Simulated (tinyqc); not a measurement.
Worked calculation: bound state in one dimension: Numerov shooting, finite differences, DVR. Computed by tinyqc, a small Python program that keeps every step. Settings: points = 64. Command: `OMP_NUM_THREADS=1 python tinyqc.py 27766 27767 out.jsonl` (the two numbers bound the seeds that draw the settings). One thread of a shared host (Intel(R) Xeon(R) Processor @ 2.60GHz), about 0.01 s of CPU time with the checks.

## Numerov steps at E = 0.1

One particle of mass 1 in V = 2.74 (x^2 - 1.44^2)^2 / 1.44^4 (atomic units), psi = 0 at both ends:
```
parameter,value
left end,-3.400000
right end,3.400000
intervals,64
h,0.106250
state sought (nodes),3
```

k_i = 2 m (E - V_i); (1 + h^2 k_(i+1)/12) y_(i+1) = 2 (1 - 5 h^2 k_i/12) y_i - (1 + h^2 k_(i-1)/12) y_(i-1), from y_0 = 0, y_1 = 0.001.

Points along the way:
```
i,x,V,k,y
0,-3.400000,57.346044,-114.492087,0.000000
1,-3.293750,49.069718,-97.939435,0.001000
2,-3.187500,41.670414,-83.140829,0.003169
3,-3.081250,35.088687,-69.977374,0.008467
4,-2.975000,29.267038,-58.334076,0.020724
5,-2.868750,24.149919,-48.099838,0.047039
21,-1.168750,0.319084,-0.438168,14.412553
22,-1.062500,0.568699,-0.937399,15.924160
23,-0.956250,0.856262,-1.512525,17.607191
24,-0.850000,1.163257,-2.126514,19.593999
25,-0.743750,1.473116,-2.746231,22.054823
26,-0.637500,1.771221,-3.342442,25.203890
```

## Bisection on the node count

With more sign changes than the state has nodes (the last point included) the energy is too high, else too low; the bracket starts as 0.1 to 12.

Trials:
```
trial,E,sign changes,y at the right end,next
1,6.05000000,4,2.32e+02,lower
2,3.07500000,2,2.74e+03,raise
3,4.56250000,3,-2.01e+02,raise
4,5.30625000,4,4.45e+02,lower
5,4.93437500,4,2.57e+02,lower
6,4.74843750,4,5.84e+01,lower
7,4.65546875,3,-6.50e+01,raise
8,4.70195313,3,-1.54e+00,raise
9,4.72519531,4,2.89e+01,lower
10,4.71357422,4,1.38e+01,lower
11,4.70776367,4,6.15e+00,lower
12,4.70485840,4,2.31e+00,lower
13,4.70340576,4,3.90e-01,lower
14,4.70267944,3,-5.73e-01,raise
...,...,...,...,...
29,4.70311138,4,2.56e-06,lower
30,4.70311137,3,-1.21e-05,raise
31,4.70311138,3,-4.79e-06,raise
```

eigenvalue = 4.70311138 hartree

## The same grid by other methods

Three-point finite differences and the sine-DVR kinetic matrix of Colbert and Miller on the same points.

Lowest levels (hartree):
```
state,finite differences,DVR
0,1.396773,1.399184
1,1.549884,1.552989
2,3.429356,3.436602
3,4.682180,4.703230
4,6.499087,6.542975
5,8.507589,8.588376
```
